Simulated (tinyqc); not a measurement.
Front-illuminated p-i-n photodiode, quantum efficiency and bandwidth: one step of the calculation.

Light enters through a p layer (0 to xp), a depleted layer (xp to xp + wi) and a thick n substrate, decaying as exp(-al x); one pass, no back reflection. Carriers made in the depleted layer are all collected; those in the neutral layers diffuse.

Problem. Response at one frequency. Drift response for pairs made in the depleted layer, a = al wi, g = 1 - exp(-a), u = 2 pi i f, te = wi/ve, th = wi/vh: electrons He = [g - a (exp(-a) - exp(-u te))/(u te - a)]/(u te g), holes Hh = [g - a (1 - exp(-a - u th))/(a + u th)]/(u th g); C = eps0 eps_r pi (dia/2)^2/wi + Cp; total |He + Hh|/sqrt(1 + (2 pi f RL C)^2), for the current of the depleted layer alone.

Values chosen for this exercise; values close to those of germanium at this wavelength: absorption coefficient al = 1470 1/cm; relative permittivity eps_r = 15.7; thickness of the depleted layer wi = 2.5 um; electron drift velocity ve = 6.17e6 cm/s; hole drift velocity vh = 4.14e6 cm/s; diameter dia = 110 um; load resistance RL = 50 ohm; parasitic capacitance Cp = 50 fF; modulation frequency f = 6.6 GHz.

Constants: eps0 = 8.8541878128e-14 F/cm where lengths are in cm. Results are converted to the units shown.

Wanted: te; th; He; Hh; |He + Hh|; C; total response.

Solution.

te = 40.52 ps
th = 60.39 ps
He = 0.4117-0.2645i
Hh = 0.2791-0.2798i
|He + Hh| = 0.8794
C = 578.4 fF
total response = 0.5632

The drift response alone falls to 1/sqrt(2) at 10.9 GHz and the RC term alone at 5.50 GHz; together they give 4.76 GHz for this part of the current; the diffusion currents, left out, respond on their own time scales.

Numbers from tinyqc (`OMP_NUM_THREADS=1 python tinyqc.py 2250111 2250112 out.jsonl`; about 0.01 s on one thread of a shared Intel Xeon 2.30GHz).
